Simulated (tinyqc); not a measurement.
# Worked calculation: MOSFET in saturation, small-signal circuit and noise

Program tinyqc, `OMP_NUM_THREADS=1 python tinyqc.py 2150001 2150002 out.jsonl`; Intel Xeon 2.30GHz, shared host, one thread, about 0.01 s. Printed values are rounded.

Bias by the inversion coefficient IC = I/Ispec (charge-based model with velocity saturation; weak inversion below 0.1, strong above 10). Common-source circuit: gm, gds, Cgs, Cgd and Cj at the inner nodes, Rg in series with the gate; quasi-static, no source or drain resistance, no gate-body capacitance, no substrate network, no induced gate noise, so fmax is an upper estimate.

Parameters, values chosen for the exercise: temperature T = 400 K; gate length L = 350 nm; total gate width W = 5 um; gate capacitance Cox = 1.93 uF/cm^2; mobility mu = 190 cm^2/(V s); slope factor n = 1.3; velocity-saturation length Ls = 15 nm; ratio gds/gm sg = 0.0091; overlap and fringe capacitance per side Cov = 0.32 fF/um; drain junction capacitance Cj = 0.89 fF/um; sheet resistance of the gate Rsh = 15 ohm; finger width Wf = 2 um; gate contact and vertical resistance Rc = 300 ohm um; inversion coefficient IC = 0.26; short-channel excess of the noise factor gw = 0.11; oxide trap density Nt = 1.6e18 cm^-3 eV^-1; tunnelling length into the oxide lt = 0.1 nm; Coulomb scattering coefficient ac = 3000 V s/C; signal frequency f = 0.3 GHz.

Constants: q = 1.602176634e-19 C, kB = 1.380649e-23 J/K, Vt = kB T/q. Results are converted to the units shown.

Range of the model: fmax exceeds 4 fT, where channel resistance and substrate losses, left out here, would cap it.

## Current, transconductance and gain

Ispec = 2 n mu Cox (W/L) Vt^2, lc = Ls/L, gms = [sqrt((lc IC + 1)^2 + 4 IC) - 1]/[2 + lc (lc IC + 1)], gm = gms Ispec/(n Vt), gds = sg gm.

Ispec = 16.18274 uA
I = 4.207512 uA
gms = 0.2134302
gm = 0.07707820 mS
gds = 7.014116e-4 mS
gm/I = 18.31919 1/V

gm/I is 82.1 % of its weak-inversion limit 1/(n Vt); without velocity saturation (lc = 0) gms would be 0.214.

## Capacitances, gate resistance and cut-off frequencies

qs = [sqrt(1 + 4 IC) - 1]/2, Cgs = Cox W L qs (2 qs + 3)/(3 (qs + 1)^2) + Cov W, Cgd = Cov W, Cd = Cj W, Rg = Rsh (Wf/L)/(12 Nf) + Rc/W with Nf = W/Wf fingers (not rounded) contacted at both ends. fT = gm/(2 pi (Cgs + Cgd)), fmax = fT/(2 sqrt(Rg (gds + 2 pi fT Cgd))).

Cgs = 7.206801 fF
Cgd = 1.6 fF
Cd = 4.45 fF
Rg = 62.85714 ohm
fT = 1.392944 GHz
fmax = 22.90849 GHz

Overlap and fringe make up 36.3 % of the gate capacitance; fmax is 16.4 times fT.

## Admittance matrix

Inner admittances at w = 2 pi f: y11 = i w (Cgs + Cgd), y12 = -i w Cgd, y21 = gm - i w Cgd, y22 = gds + i w (Cgd + Cd). Invert to Z, add Rg to Z11 and invert back to Y.

inner y (mS):
```
                        1                       2
1  0.00000000+0.01660043i  0.00000000-0.00301593i
2  0.07707820-0.00301593i  0.00070141+0.01140398i
```

Y with Rg (mS):
```
                        1                        2
1  0.00001732+0.01660041i  -0.00000315-0.00301593i
2  0.07707497-0.00309635i   0.00070200+0.01141859i
```

## Current gain and unilateral power gain

|h21| = |Y21/Y11|; U = |Y21 - Y12|^2/(4 [Re Y11 Re Y22 - Re Y12 Re Y21]). Extrapolated at 20 dB a decade: f |h21| and f sqrt(U).

|h21| = 4.646698
U = 5831.101
f |h21| = 1.394010 GHz
f sqrt(U) = 22.90849 GHz

f |h21| is 0.077 % above the formula for fT, and f sqrt(U) within 0.01 % of that for fmax.

## Noise at the gate

Channel noise Sid = 4 kB T gam n gm with gam = (1/2 + (2/3) qs)/(1 + qs) + gw lc IC, qs = [sqrt(1 + 4 IC) - 1]/2, lc = Ls/L (the last term an empirical rise with velocity saturation); at the gate, white noise Sw = Sid/gm^2 + 4 kB T Rg. Number fluctuation with correlated mobility: S(f) = K/f, K = q^2 Vt lt Nt/(W L Cox^2) (1 + ac mu Cox I/gm)^2, Vt in eV with Nt per eV. Corner fc = K/Sw. Full shot noise would be 2 q I.

gam = 0.5306213
Sid = 1.174527e-24 A^2/Hz
Sid/(2 q I) = 0.8711585
sqrt(Sw) = 14.10976 nV/Hz^0.5
K = 2.440479e-10 V^2
fc = 1.225846 MHz

The gate resistance gives 0.70 % of the white noise power.
